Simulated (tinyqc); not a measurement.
Screening of the starting offset: band offset of a heterojunction with an interface dipole (two-band chains, self-consistent charge).

Sites alternate A, C. Left: A at -G1/2, C at +G1/2, hopping -t1; right: A at D - G2/2, C at D + G2/2, hopping -t2; the bonds across the two interfaces of a ring (C left to A right, C right to A left) have -sqrt(t1 t2). D is the offset of the mid-gaps, so Ev(right) - Ev(left) = D - (G2 - G1)/2 and Ec(right) - Ec(left) = D + (G2 - G1)/2. The closing bond has its sign reversed (antiperiodic ring). Half the levels are filled with two electrons each. The charge moved is q = (electrons on the left) less one a site; the mean over the two interfaces, q/2, is taken as the charge that crosses each, and its dipole opposes the offset: D = D0 - u q/2.

From here on the ring has 24 cells a side.

Parameters, chosen for this exercise (gaps near those of InGaAs and InP; the chains and D0 are free models, so the offsets are not those of the real pair; shifted at random, so the results belong to these values and not to a real crystal):
```
symbol  value  unit  meaning
G1      0.73   eV    gap on the left
G2      1.29   eV    gap on the right
t1      2.63   eV    hopping on the left
t2      1.83   eV    hopping on the right
u       8.3    eV    potential step per electron moved across
```

chi = 0.531016 1/eV

D0 is varied; the self-consistent D is found by bisection. chi = dq/dD at D = 0; the linear rule is D = S D0 with S = 1/(1 + u chi/2). The gap of the junction closes (type III) at |D| = (G1 + G2)/2.

Against D0:
```
2 D0/(G1 + G2),D0 (eV),q at D0,D (eV),D/D0,linear (eV)
-0.85,-0.859,-0.5238,-0.2659,0.3098,-0.2680
-0.55,-0.555,-0.3102,-0.1728,0.3112,-0.1734
-0.30,-0.303,-0.1632,-0.0945,0.3118,-0.0946
-0.15,-0.151,-0.0807,-0.0473,0.3121,-0.0473
0.10,0.101,0.0537,0.0315,0.3121,0.0315
0.25,0.253,0.1354,0.0788,0.3119,0.0788
0.50,0.505,0.2794,0.1572,0.3113,0.1576
0.80,0.808,0.4830,0.2505,0.3101,0.2522
0.95,0.960,0.6189,0.2967,0.3092,0.2995
```

D/D0 lies between 0.309 and 0.312, against S = 0.312 from chi at D = 0; the linear rule misses by at most 3 meV. q is odd in D. Most of the starting offset is screened, which draws the neutrality levels together.

tinyqc: `OMP_NUM_THREADS=1 python tinyqc.py 1452526 1452527 out.jsonl`; about 0.4 s, one thread, shared Intel(R) Xeon(R) Processor @ 2.30GHz.
